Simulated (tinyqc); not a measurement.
Inside a calculation: dielectric confinement in a thin film (image charges). Values are carried at full precision from step to step, so a last printed digit may differ when a step is redone from the rounded ones.

A film |z| < t/2 of dielectric constant eps between half-spaces of dielectric constant e2; lam = (eps - e2)/(eps + e2), q = e^2/(4 pi eps0). The self-energy of a band edge is taken with the high-frequency value, e2 = eh, and the field of a fixed ion with the static one, e2 = eo. A charge at z has images lam^|n| at n t + (-1)^n z. Its self-energy is S(z) = (q/2 eps) sum over n >= 1 of lam^n [1/(n t - 2z) + 1/(n t + 2z)] for odd n and 2 lam^n/(n t) for even n; at the centre S(0) = -(q/(eps t)) ln(1 - lam).

Constants: e^2/(4 pi eps0) = 14.39964547 eV angstrom; hbar^2/2m0 = 3.80998211 eV angstrom^2; Ry = 13.60569312 eV.

Values chosen for the exercise (near those of an InGaAs film between layers of HfO2; the results hold for these values, not for the real material):
- t = 18 angstrom (film thickness)
- eps = 13.3 (dielectric constant of the film)
- eh = 3.9 (high-frequency dielectric constant outside)
- mz = 0.045 m0 (mass across the film)
- eo = 21.6 (static dielectric constant outside)
- m = 0.045 m0 (mass in the plane)

## Images for a charge at the centre

Give lam, the first five terms (q/eps) lam^n/(n t), their sum and the closed form.

lam = 0.5465

terms (meV): 32.87  8.98  3.27  1.34  0.59

sum of five = 47.06 meV
S(0) = 47.56 meV

The surroundings screen less than the film, so the images repel and each band edge moves outwards: the gap changes by about 2 S = +95 meV. The static value 21.6 would give S(0) = -12.8 meV.

## Self-energy across the film

S at 2z/t = 0, 0.2, 0.4, 0.6, 0.8 and 0.9, summed to n = 399.

Self-energy:

| 2z/t | z (angstrom) | S (meV) |
|---|---|---|
| 0.0 | 0.0 | 47.56 |
| 0.2 | 1.8 | 48.95 |
| 0.4 | 3.6 | 53.89 |
| 0.6 | 5.4 | 66.20 |
| 0.8 | 7.2 | 106.27 |
| 0.9 | 8.1 | 188.05 |

Towards the wall S diverges as (q lam/4 eps)/(distance), an artefact of the abrupt interface that the vanishing envelope makes harmless.

## Shift of the subband edge

First order: <S> over the envelope (2/t) cos^2(pi z/t), beside the confinement energy c (pi/t)^2/mz, c = hbar^2/2m0.

<S> = 54.81 meV
confinement energy = 2579.08 meV

|<S>| is 0.02 times the confinement energy; the first goes as 1/t and the second as 1/t^2, so they are equal at t = 847 angstrom.

## Binding of a donor

Donor at the centre, lam from the static eo, trial function cos(pi z/t) exp(-rho/l): E(l) = c/(m l^2) - (q/eps) times the integral over k of F(k t) (1 + (k l/2)^2)^(-3/2), with F(x) = F0 + 2 lam exp(-x) G/(1 - lam exp(-x)), F0 = 2[(1 - exp(-x/2))/x + x (1 + exp(-x/2))/(x^2 + 4 pi^2)], G = 2 sinh(x/2)[1/x - x/(x^2 + 4 pi^2)]; c = hbar^2/2m0. The binding energy is -E at the minimum, counted from the subband edge with its self-energy.

Minimise over l with and without images (lam = 0); Ry* = Ry m/eps^2.

Donor:

| case | l (angstrom) | binding (meV) | in Ry* |
|---|---|---|---|
| no images | 87.0 | 12.4 | 3.58 |
| with images | 117.5 | 5.8 | 1.67 |

Ry* = 3.46 meV

The images change the binding by -6.6 meV, against -2 (q/(eps t)) ln(1 - lam) = -25.7 meV for an orbit much smaller than t. At 300 K the binding is 0.2 kB T.

## Checks

- S(0) from the series against the closed form, meV: both 47.56.
- F(2.3) for lam = 0.5465 from a direct sum over images against the closed form: both 0.8558.

tinyqc: `OMP_NUM_THREADS=1 python tinyqc.py 1282651 1282652 out.jsonl`; about 0.07 s, one thread, shared Intel(R) Xeon(R) Processor @ 2.30GHz.
